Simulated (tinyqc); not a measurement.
MESFET, gradual channel with velocity saturation: two steps of the calculation.

A uniformly doped n-type channel, depleted from the top by a Schottky gate; at channel potential V the depleted share of a is u = sqrt((Vbi - Vg + V)/Vp), s at the source. Electrons drift with v = mu E/(1 + mu E/vsat). Abrupt depletion edge, no series resistance, source at 0.

Values chosen for this exercise; material values close to those of 4H silicon carbide:
```
symbol    value        unit                                     meaning
T           250           K                                 temperature
eps_r      9.58              relative permittivity of the semiconductor
Nc      1.32e19       cm^-3      conduction-band density of states at T
Nd       2.2e17       cm^-3                donor density of the channel
a           130          nm                           channel thickness
mu          370  cm^2/(V s)           low-field mobility at this doping
vsat      2.8e7        cm/s                         saturation velocity
L           0.3          um                                 gate length
W           200          um                                  gate width
phiB       1.41           V                            Schottky barrier
Vg            0           V                                gate voltage
```

Constants: q = 1.602176634e-19 C, kB = 1.380649e-23 J/K, Vt = kB T/q, eps0 = 8.8541878128e-14 F/cm where lengths are in cm. Results are converted to the units shown.

Task 1. Built-in and pinch-off voltages. Vbi = phiB - Vt ln(Nc/Nd); Vp = q Nd a^2/(2 eps0 eps_r); G0 = q mu Nd a W/L; Z = mu Vp/(vsat L); s = sqrt((Vbi - Vg)/Vp). VT = Vbi - Vp.

Wanted: Vbi; Vp; VT; G0; Z; s.

Result 1.

Vbi = 1.3218 V
Vp = 3.5114 V
VT = -2.1896 V
G0 = 113.03 mS
Z = 1.5467
s = 0.61354

Z = 1.55: velocity saturation matters.

Task 2. The saturation point by Newton steps. a is the channel (half-)thickness, Vp its pinch-off voltage and Z = mu Vp/(vsat L); an iterate with u > 1 is an overshoot, not a physical state. f = (1 - u)(1 + Z (u^2 - s^2)) - Z F/3, F = 3 (u^2 - s^2) - 2 (u^3 - s^3); f' = -(1 + Z (u^2 - s^2)); u(new) = u - f/f'.

u after iteration 1 = 0.91433505
Z = 1.5466711
s = 0.61354178

Find: f; f'; u after iteration 2.

Result 2.

f = -0.014223
f' = -1.7108
u after iteration 2 = 0.90602

tinyqc, about 0.04 s, one thread, Intel Xeon 2.30GHz (shared host): `OMP_NUM_THREADS=1 python tinyqc.py 2500070 2500071 out.jsonl`
